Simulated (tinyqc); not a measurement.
Worked calculation: Froehlich polaron in a polar crystal. Computed by tinyqc, a small Python program that keeps every step. Command: `OMP_NUM_THREADS=1 python tinyqc.py 3024853 3024854 out.jsonl frohlich walk`. One thread of a shared host (Intel(R) Xeon(R) Processor @ 2.30GHz), about 0.04 s of CPU time with the checks. Intermediate numbers are printed to about 6 digits and carried at full precision; extremes and crossings named in words are read from the listed rows.

One electron in a parabolic band of mass m*, coupled to dispersionless LO phonons in the continuum model. Energies are in units of hbar omega unless marked, wave numbers in k_0 = sqrt(2 m* omega/hbar).

Inputs (values chosen for the exercise, modelled on aluminium nitride):
```
quantity,value,unit
band mass m*,0.313,m_0
LO phonon energy hbar omega,114,meV
eps_inf,4.66,-
static dielectric constant eps_s,8.9,-
temperature T,400,K
electron wave number k/k_0,0.71,-
trial v,3.8,-
trial w,2.7,-
```

Constants: hbar^2/(2 m_0) = 3.80998212 eV angstrom^2; e^2/(4 pi eps_0) = 14.39964548 eV angstrom; k_B = 8.617333262e-05 eV/K; hbar = 6.582119569e-16 eV s; e = 1.602176634e-19 C; m_0 = 9.1093837015e-31 kg.

## Coupling constant and length scale

1/eps* = 1/eps_inf - 1/eps_s; k_0 = sqrt(2 m* omega/hbar) = sqrt(m* hbar omega / (hbar^2/(2 m_0))) with m* in m_0; alpha = (e^2/(4 pi eps_0)) k_0/(2 eps* hbar omega); polaron length 1/k_0.

eps* = 9.78160

k_0 = 0.0967750 1/angstrom

coupling constant alpha = 0.624842

polaron length 1/k_0 = 10.3332 angstrom

Weak coupling: perturbation theory should serve.

## Second-order perturbation theory

At T = 0 and k < k_0: E(k) = (k/k_0)^2 - alpha arcsin(k/k_0)/(k/k_0); so E(0) = -alpha, 1/m_p = (1 - alpha/6)/m*, and the mean number of phonons in the cloud at k = 0 is alpha/2. The Lee-Low-Pines variational state gives the same E(0) and m_p = m* (1 + alpha/6).

energy shift at k = 0 = -71.2320 meV

E(k) = -0.190705 hbar omega

m*/m_p, second order = 0.895860

m_p/m*, Lee-Low-Pines = 1.10414

phonons in the cloud = 0.312421

## Strong-coupling trial states

Landau-Pekar: the lattice follows the mean electron density. A Gaussian state exp(-b^2 r^2/2) gives E(b) = (3/2) b^2 - alpha b sqrt(2/pi) (b in k_0), minimised at b = alpha sqrt(2/pi)/3 to E = -alpha^2/(3 pi); a state exp(-b r) gives E(b) = b^2 - (5/8) alpha b, minimised at b = 5 alpha/16 to E = -25 alpha^2/256.

best b, Gaussian = 0.166184 k_0

E, Gaussian = -0.0414256 hbar omega

best b, exponential = 0.195263 k_0

E, exponential = -0.0381277 hbar omega

The Gaussian bound lies below -alpha only for alpha > 3 pi = 9.42; here it lies above, so the self-trapped state is the poorer bound.

## Feynman's energy at a trial point

Feynman's bound: E(v, w) = 3 (v - w)^2/(4 v) - (alpha v/sqrt(pi)) int_0^infinity e^-u D(u)^(-1/2) du, D = w^2 u + ((v^2 - w^2)/v)(1 - e^(-v u)); integrals by 80 Gauss-Legendre points in s from 0 to 1 with u = 40 s^2.

first term = 0.238816 hbar omega

E(v, w) = -0.462252 hbar omega

## Feynman's variational polaron

Minimise over v > w > 0 (simplex search); mass m_p/m* = 1 + (alpha v^3/(3 sqrt(pi))) int u^2 e^-u D^(-3/2) du.

best v = 3.07

best w = 2.92

E, Feynman = -0.629824 hbar omega

polaron energy, Feynman = -71.7999 meV

m_p/m*, Feynman = 1.115

The bound lies 0.8 % below -alpha, and the mass is 1.01 times the Lee-Low-Pines value.

## Mobility at low temperature

Scattering by absorption of an LO phonon: 1/tau = 2 alpha omega n, n = 1/(exp(hbar omega/(k_B T)) - 1); mu = e tau/m*, the weak-coupling result for k_B T well below hbar omega.

phonon occupation n = 0.0380070

lifetime tau = 121.562 fs

mobility = 683.085 cm^2/(V s)

Caution: this mobility formula holds for weak coupling and k_B T well below hbar omega, and it leaves out all other scattering.

## All approximations against the coupling

Other columns: second order -alpha; Landau-Pekar Gaussian -alpha^2/(3 pi); Lee-Low-Pines mass 1 + alpha/6. The polaron energy in meV uses the given hbar omega.

Energies (hbar omega) and masses (m*):
```
alpha,second order,Gaussian,Feynman,Feynman (meV),"mass, LLP","mass, Feynman",v,w
0.16,-0.16,-0.00271624,-0.160319,-18.2763,1.02667,1.027,3.02,2.98
0.31,-0.31,-0.0101965,-0.311206,-35.4775,1.05167,1.054,3.03,2.96
0.62,-0.62,-0.0407861,-0.624904,-71.2391,1.10333,1.114,3.07,2.92
1,-1,-0.106103,-1.01303,-115.486,1.16667,1.196,3.11,2.87
3.7,-3.7,-1.45255,-3.91404,-446.200,1.61667,2.33,3.58,2.43
6.7,-6.7,-4.76298,-7.67517,-874.969,2.11667,11.36,5.4,1.68
9.7,-9.7,-9.98326,-12.8665,-1466.78,2.61667,94.97,11.7,1.23
13,-13,-17.9315,-20.7907,-2370.14,3.16667,412.8,22.2,1.11
```

All three energies are upper bounds (-alpha through the Lee-Low-Pines state), and the Feynman value is the lowest in every row. It lies within 5 % of -alpha up to alpha = 1; at alpha = 13 it is 1.16 times the Gaussian value, whose alpha^2 law it approaches with a constant shift of about -3 ln 2 - 3/4 = -2.83 (here -2.86). The mass stays within 10 % of 1 + alpha/6 up to alpha = 1 and reaches 413 m* in the last row; w falls from 2.98 towards 1 while v grows to 22.2.

Checks made by the program: second-order shift against the integral -(2 alpha/pi) int dq/(1 + q^2) (relative difference below 1e-10); v = w reduces the bound to -alpha (relative difference 1e-10).
